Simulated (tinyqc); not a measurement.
Surface potential of a MOS transistor: implicit equation and explicit approximations: two steps of the calculation.

p-type body, charge-sheet picture, depletion and inversion only, full ionisation (an idealisation for deep acceptors), Boltzmann statistics (rough once Na exp(x - xn) passes about Nc/7). In units of Vt: xg = (Vg - Vfb)/Vt, x = psi/Vt, G = gamma/sqrt(Vt), xn = (2 phiF + Vc)/Vt. The implicit equation is (xg - x)^2 = G^2 [x - 1 + exp(x - xn)] for x above about 3. Cox = eps0 eox/tox.

Inputs (values chosen for the exercise); band and dielectric values close to those of 4H silicon carbide:
- T = 300 K (temperature)
- eox = 7.29 (relative permittivity of the gate insulator (close to silicon nitride))
- tox = 11 nm (insulator thickness)
- Vc = 1 V (channel-body voltage)

Constants: q = 1.602176634e-19 C, kB = 1.380649e-23 J/K, Vt = kB T/q, eps0 = 8.8541878128e-14 F/cm where lengths are in cm. Results are converted to the units shown.

Task 1. Explicit approximation. Depletion value a = 1 + [sqrt(G^2/4 + xg - 1) - G/2]^2; inversion value b = xn + ln[(xg - xn)^2/G^2 - xn + 1] and first guess y = min(a, b) - ln(1 + exp(-|a - b|)) if a > xn + 1, else b = y = a; one second-order correction with D = exp(y - xn), p = 2 (xg - y) + G^2 (1 + D), w = (xg - y)^2 - G^2 (y - 1 + D): z = y + 2 w/(p + sqrt(p^2 - 2 (2 - G^2 D) w)), or the Newton step z = y + w/p where the root is not real.

G = 0.65211529
xn = 147.89397
xg = 144.66966

Find: a; b; y; p; w; z.

Result 1.

a = 137.1
b = 137.1
y = 137.1
p = 15.64
w = -8.410e-6
z = 137.1

The root of the implicit equation is x = 137.063; y misses it by 5.4e-7 and z by 0, in units of Vt (Newton branch).

Task 2. Potential, charges and gate control. psi = Vt x; N_dep = Cox Vt G sqrt(x - 1)/q; N_inv = (Cox Vt G/q) [sqrt(x - 1 + exp(x - xn)) - sqrt(x - 1)]; dpsi/dVg = 1/[1 + G^2 (1 + exp(x - xn))/(2 (xg - x))].

converged x = 137.06299
G = 0.65211529
xn = 147.89397
xg = 144.66966

Wanted: psi; N_dep; N_inv; dpsi/dVg.

Result 2.

psi = 3.5434 V
N_dep = 7.2021e11 cm^-2
N_inv = 52343 cm^-2
dpsi/dVg = 0.97281

psi lies 11 Vt below 2 phiF + Vc.

tinyqc, about 0.01 s, one thread, Intel Xeon 2.30GHz (shared host): `OMP_NUM_THREADS=1 python tinyqc.py 2122041 2122042 out.jsonl`
